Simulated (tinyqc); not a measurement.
Inside a calculation. Model: capacitance measurement on a leaky thin oxide: effects of series resistance and leakage.

Numbers from tinyqc (`OMP_NUM_THREADS=1 python tinyqc.py 2022017 2022018 out.jsonl`; about 0.01 s on one thread of a shared Intel Xeon 2.30GHz). Printed values are rounded.

The device is a capacitance C in parallel with a leakage conductance G, in series with Rs and Ls. An impedance meter reports either a parallel pair (Cp, Gp) from Y = 1/Z = Gp + i w Cp or a series pair (Cs, Rm) from Z = Rm + 1/(i w Cs); w = 2 pi f, dissipation D = Gp/(w |Cp|).

Inputs (values chosen for the exercise); values of the order met in thin-oxide MOS capacitors:
- eox = 7.7 (relative permittivity of the gate insulator (close to silicon nitride))
- tox = 3.2 nm (insulator thickness)
- A = 10000 um^2 (gate area)
- zc = 0.55 nm (oxide-equivalent thickness added by the accumulation layer)
- zp = 0 nm (oxide-equivalent thickness added by gate depletion)
- Jg = 0.00016 A/cm^2 (gate leakage current density, not matched to the thickness)
- Vs = 0.27 V (voltage for an e-fold rise of the leakage)
- Rs = 48 ohm (series resistance)
- Ls = 0 nH (series inductance)
- f = 10000 Hz (measuring frequency)

Constants: eps0 = 8.8541878128e-14 F/cm where lengths are in cm. Results are converted to the units shown.

## True capacitance and conductance

EOT = 3.9 tox/eox; CET = EOT + zc + zp; C = 3.9 eps0 A/CET; G = Jg A/Vs.

EOT = 1.620779 nm
CET = 2.170779 nm
C = 159.0734 pF
G = 0.05925926 uS

## What the meter reports

Z = Rs + i w Ls + 1/(G + i w C).

Z = (0.006412-1.000477i) x 1e5 ohm
Cp = 159.0725 pF
Gp = 0.06405413 uS
Cs = 159.0790 pF
D = 0.006408733

Cp is within 0.01 % of C and Cs is within 0.01 % of it; G Rs = 2.84e-6, w C Rs = 4.80e-4 and G/(w C) = 0.00593.
